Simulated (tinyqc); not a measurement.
From generation current back to reverse bias V_r: trap-assisted generation and recombination current of an abrupt junction. Computed by tinyqc, a small Python program. Command: `OMP_NUM_THREADS=1 python tinyqc.py 3027154 3027155 out.jsonl junctionleak inv`. One thread of a shared host (Intel(R) Xeon(R) Processor @ 2.30GHz), about 0.03 s of CPU time with the checks.

Depletion approximation, flat quasi-Fermi levels across the depleted layer, long neutral regions with minority lifetimes tau_n and tau_p, full ionisation and Boltzmann statistics. Voltages in exponents stand for e V.

Inputs (values chosen for the exercise, with bands and screening modelled on CdTe): gap E_g = 1.51 eV; electron mass m_e = 0.0995 m_0; valleys M_c = 1; hole mass m_h = 0.642 m_0; dielectric constant eps = 10.2; acceptor density N_A = 6.6e+17 cm^-3; donor density N_D = 4.6e+18 cm^-3; capture time tau_n = 4e-05 s; capture time tau_p = 4.3e-05 s; trap level E_t - E_i = -0.14 eV; electron diffusion coefficient D_n = 13 cm^2/s; hole diffusion coefficient D_p = 1.2 cm^2/s; temperature T = 400 K; tunnelling mass m_t = 0.18 m_0.

Field enhancement: Hurkx tunnelling factor.

Constants: k_B = 8.617333262e-05 eV/K; m_0 = 9.1093837015e-31 kg; k_B = 1.380649e-23 J/K; h = 6.62607015e-34 J s; e = 1.602176634e-19 C; eps_0 = 8.8541878128e-12 F/m; hbar = 1.054571817e-34 J s.

Method:
- N_c = 2 M_c (2 pi m_e k_B T/h^2)^(3/2) and N_v = 2 (2 pi m_h k_B T/h^2)^(3/2), masses in units of m_0.
- n_i = sqrt(N_c N_v) exp(-E_g/2 k_B T); V_bi = (k_B T/e) ln(N_A N_D/n_i^2); diffusion saturation current J_d0 = e n_i^2 [sqrt(D_n/tau_n)/N_A + sqrt(D_p/tau_p)/N_D].
- W = sqrt(2 eps eps_0 (V_bi - V)(1/N_A + 1/N_D)/e), x_p = W N_D/(N_A + N_D), x_n = W - x_p, peak field F_m = 2 (V_bi - V)/W; reverse bias means V = -V_r.
- Both capture times are divided by 1 + Gamma, Gamma = 2 sqrt(3 pi) (F/F_G) exp((F/F_G)^2), F_G = sqrt(24 m_t (k_B T)^3)/(e hbar) (the low-field Hurkx form), F being the local field, linear in x from 0 at the edges to F_m.
- Potential from the p edge: phi = (V_bi - V) x^2/(x_p W) on the p side and (V_bi - V)[1 - (W - x)^2/(x_n W)] on the n side; p = N_A exp(-phi/k_B T), n = n_i^2 exp(V/k_B T)/p; U = (n p - n_i^2)/[tau_p (n + n_i exp(dE/k_B T)) + tau_n (p + n_i exp(-dE/k_B T))], dE = E_t - E_i, n1 = n_i exp(dE/k_B T), p1 = n_i exp(-dE/k_B T); J_t = e int U dx by the trapezoid rule on 400 intervals on each side.
- Generation lifetime tau_g = tau_p exp(dE/k_B T) + tau_n exp(-dE/k_B T); textbook estimate e n_i W/tau_g; generation current J_g = -J_t; total = J_g + J_d0 (1 - exp(-V_r/k_B T)).

Task: A run gave the result below. Find the reverse bias V_r, known to lie between 1.5 and 3.3 V.

generation current = 4.208862e-11 A/cm^2

Result:

Each step takes the trial c = (a f_b - b f_a)/(f_b - f_a), f being the result less the target and a, b, c the logarithms of the listed values; c replaces end b, the old b replaces a if the sign of f changed, and otherwise f_a is halved.

Scan of the range:
```
reverse bias V_r (V)  generation current (A/cm^2)
1.50                                  1.17664e-11
1.71                                  1.50297e-11
1.95                                  1.97017e-11
2.22                                  2.64902e-11
2.54                                  3.73150e-11
2.89                                  5.38750e-11
3.30                                  8.21597e-11
```

False position (Illinois rule, in the logarithm of the input) inside the bracket:
```
step    end a    end b    trial  generation current (A/cm^2)
1     2.54000  2.89000  2.63630                  4.13114e-11
2     2.89000  2.63630  2.65133                  4.19704e-11
3     2.89000  2.65133  2.65583                  4.21696e-11
4     2.65133  2.65583  2.65400                  4.20885e-11
5     2.65583  2.65400  2.65400                  4.20886e-11
6     2.65583  2.65400  2.65400                  4.20886e-11
7     2.65400  2.65400  2.65400                  4.20886e-11
```

Generation current rises at every point of a 13-point scan of the range (every second point is shown), so one value fits; it is bracketed by 2.54 and 2.89. Answer: reverse bias V_r = 2.654 V.

Caution: one side is doped near or above its effective density of states, so Boltzmann statistics understate V_bi. Caution: at such a field avalanche multiplication or band-to-band tunnelling, left out here, may dominate the reverse current.
